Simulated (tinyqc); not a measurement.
# Tunnelling through a gate dielectric, WKB transmission and Tsu-Esaki current: effect of the thickness t1 at fixed voltage

Electrons leave the emitter at x = 0. Energies E (motion across the layers) are in eV from the emitter Fermi level; the collector Fermi level lies at -V and offers states at every E. No charge in the dielectric and no image force: F1 = V/t1, U = phi1 - F1 x. With C = hbar^2/(2 m0), kappa = sqrt(m (U - E)/C) where U > E and 0 elsewhere; T(E) = exp(-S), S = 2 times the integral of kappa over x.

Each layer adds (2/F) sqrt(m/C) [G(u at its left edge) - G(u at its right edge)] to S, with u = U - E (0 where negative) and G(u) = (2/3) u^1.5. J = J0 times the integral of T(E) N(E) dE, N = ln[(1 + exp(-E/Vt))/(1 + exp((-E - V)/Vt))], J0 = q^2 me m0 kB T/(2 pi^2 hbar^3) (times 1e-4 for A/cm^2 per eV), from E = -Ef to far above the barrier (T = 1 there), by quadrature converged to the digits shown.

Values chosen for this exercise; dielectric values close to those of silicon dioxide: temperature T = 300 K; Fermi energy of the emitter above its band bottom Ef = 0.15 eV; emitter mass in the supply function me = 1 m0; barrier of layer 1 above the emitter Fermi level at zero bias phi1 = 2.96 eV; tunnelling mass of layer 1 m1 = 0.52 m0; voltage across the dielectric V = 1 V.

Constants: q = 1.602176634e-19 C, kB = 1.380649e-23 J/K, hbar = 1.054571817e-34 J s, m0 = 9.1093837015e-31 kg, Vt = kB T/q, hbar^2/(2 m0) = 0.0380998212 eV nm^2. Results are converted to the units shown.

Result of one run:

| S at E = 0 | T(E = 0) | J (A/cm^2) | mean E of the current (eV) |
|---|---|---|---|
| 33.66 | 2.396e-15 | 2.717e-7 | -0.07438 |

Which thickness of layer 1 t1 gave this result: 2.46, 2.91, 3.83, 4.74 or 5.2 nm?

t1 = 2.91 nm.

The whole series:

| t1 (nm) | S at E = 0 | T(E = 0) | J (A/cm^2) | mean E of the current (eV) |
|---|---|---|---|---|
| 2 | 23.14 | 8.945e-11 | 0.01196 | -0.08019 |
| 2.46 | 28.46 | 4.370e-13 | 5.367e-5 | -0.07733 |
| 2.91 | 33.66 | 2.396e-15 | 2.717e-7 | -0.07438 |
| 3.37 | 38.99 | 1.171e-17 | 1.227e-9 | -0.07122 |
| 3.83 | 44.31 | 5.718e-20 | 5.563e-12 | -0.06789 |
| 4.29 | 49.63 | 2.793e-22 | 2.530e-14 | -0.06439 |
| 4.74 | 54.84 | 1.532e-24 | 1.299e-16 | -0.06079 |
| 5.2 | 60.16 | 7.483e-27 | 5.957e-19 | -0.05691 |

J falls from 0.0120 to 5.96e-19 A/cm^2: 5.10 decades a nanometre between the first two rows and 5.08 between the last two. The exponent S alone gives dS/dt/ln 10 = 5.02 and 5.02.

Program tinyqc, `OMP_NUM_THREADS=1 python tinyqc.py 2540021 2540022 out.jsonl`; Intel Xeon 2.30GHz, shared host, one thread, about 0.02 s.
